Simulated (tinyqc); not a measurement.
# Read current of a NAND string, cells in series solved by shooting, step by step

Computed by the program tinyqc: `OMP_NUM_THREADS=1 python tinyqc.py 2142064 2142065 out.jsonl`, one thread of a shared Intel Xeon 2.30GHz, about 0.7 s for the whole run. Printed values are rounded.

Cells in series, numbered from 0 at the source line (0 V) to the bit line, each followed by a gap resistance Rg. A cell with gate Vg, threshold VT, source Vs and drain Vd passes I = 2 nf K Vt^2 [F(Vs) - F(Vd)]/(1 + th max(Vg - VT, 0)), F(V) = ln^2(1 + exp((Vg - VT - nf V)/(2 nf Vt))). The selected cell has Vg = Vr, the others Vg = Vp.

Parameters, values chosen for the exercise; values of the order met in vertical NAND strings:

| symbol | value | unit | meaning |
|---|---|---|---|
| T | 358 | K | temperature |
| K | 4.6 | uA/V^2 | gain factor of a cell |
| nf | 1.5 |  | slope factor |
| th | 0.09 | 1/V | mobility reduction factor |
| Rg | 5.4 | kohm | resistance of the gap between cells |
| Vbl | 0.5 | V | bit-line voltage |
| Vp | 7.7 | V | pass voltage |
| Vr | 4.06 | V | read voltage on the selected word line |

Constants: q = 1.602176634e-19 C, kB = 1.380649e-23 J/K, Vt = kB T/q. Results are converted to the units shown.

## Step 1: node voltages for a trial current

first trial current = 0.67 uA
thresholds from the source end, cell 0 to 3 (V): [2.7, 4.5, -2, 4.5]

For a trial current I start at 0 V and, cell by cell (the selected one is cell 0), solve for the drain: sqrt(F(Vd)) = sqrt(F(Vs) - I/k), k = 2 nf K Vt^2/(1 + th max(Vg - VT, 0)), Vd = [Vg - VT - 2 nf Vt ln(exp(sqrt F) - 1)]/nf, then add I Rg.

node voltage after each cell and gap, trial 1, cell 0 to 3 (V): [0.133065, 0.200217, 0.232925, 0.303534]

## Step 2: node voltages for a trial current

second trial current = 0.91 uA

As before.

node voltage after each cell and gap, trial 2, cell 0 to 3 (V): [0.186329, 0.280535, 0.325510, 0.426964]

## Course of the secant iteration

Secant steps on the end voltage less Vbl, from the two trials; a trial above the saturation current of a cell has no solution and is moved halfway to the previous trial. Stop below 1e-9 V.

Course of the iteration:
```
iteration   I (uA)  end voltage - Vbl (V)  halvings
1          1.05201                5.03e-3         0
2          1.04286               -1.29e-4         0
3          1.04309               -2.28e-7         0
4          1.04309               1.03e-11         0
```

Converged in 4 iterations to I = 1.0431 uA. The selected cell takes 42.4 % of the bit-line voltage and the gaps together 4.51 %.
